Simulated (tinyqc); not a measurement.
Semiconducting tubes compared: carbon nanotube by zone folding.

Circumference C = n a1 + m a2, a = sqrt3 acc; d = a sqrt(n^2 + nm + m^2)/pi; tan(theta) = sqrt3 m/(2n + m); dR = gcd(2n + m, 2m + n); T = t1 a1 + t2 a2 with t1 = (2m + n)/dR, t2 = -(2n + m)/dR, |T| = sqrt3 pi d/dR; N = 2 (n^2 + nm + m^2)/dR hexagons a cell. On cutting line mu = 0 to N - 1 at x = k|T|/(2 pi) the phases are p1 = 2 pi (-t2 mu + m x)/N, p2 = 2 pi (t1 mu - n x)/N, and E = -/+ t |1 + exp(i p1) + exp(i p2)|.

Parameters, chosen for this exercise (out of a larger set: near those used for carbon; not measured data):
```
symbol  value                                                           unit      meaning
t       2.85                                                            eV        hopping
acc     1.44                                                            angstrom  bond length
tubes   ((11, 1), (11, 3), (12, 1), (13, 0), (12, 4), (11, 0), (8, 7))            pairs (n, m)
```

E11 and E22 are twice the two lowest band edges; the cone gives E11 d = 2 t acc and E22/E11 = 2.

Cases:
```
(n,m)
(11,1)
(11,3)
(12,1)
(13,0)
(12,4)
(11,0)
(8,7)
```

Rank the cases by E11 (eV), lowest first.

Answer: (12,4), (13,0), (8,7), (11,3), (12,1), (11,1), (11,0).

Tubes:
```
(n,m)   d (angstrom)  theta (deg)  (n - m) mod 3  E11 (eV)  E22 (eV)  E11 d/(2 t acc)  E22/E11
(11,1)          9.16          4.3              1    0.8722    1.8731            0.973    2.147
(11,3)         10.14         11.7              2    0.8239    1.5458            1.017    1.876
(12,1)          9.95          4.0              2    0.8435    1.5643            1.022    1.854
(13,0)         10.32          0.0              1    0.7759    1.6575            0.976    2.136
(12,4)         11.45         13.9              2    0.7268    1.3801            1.014    1.899
(11,0)          8.73          0.0              2    0.9643    1.7654            1.026    1.831
(8,7)          10.32         27.8              1    0.7906    1.5783            0.994    1.996
```

E11 follows 1/d first. For mod 1 the scaled E11 lies below one (0.973 to 0.994) and E22/E11 on both sides of two (1.996 to 2.147). For mod 2 the scaled E11 lies above one (1.014 to 1.026) and E22/E11 below two (1.831 to 1.899). The largest departure of the scaled E11 is that of (11,1); warping acts as cos(3 theta)/d, most for thin tubes near zigzag. Below about 8 angstrom curvature, left out of zone folding, changes the gaps further.

(tinyqc, `OMP_NUM_THREADS=1 python tinyqc.py 1482354 1482355 out.jsonl`, Intel(R) Xeon(R) Processor @ 2.30GHz, 1 thread, shared host, about 0.02 s.)
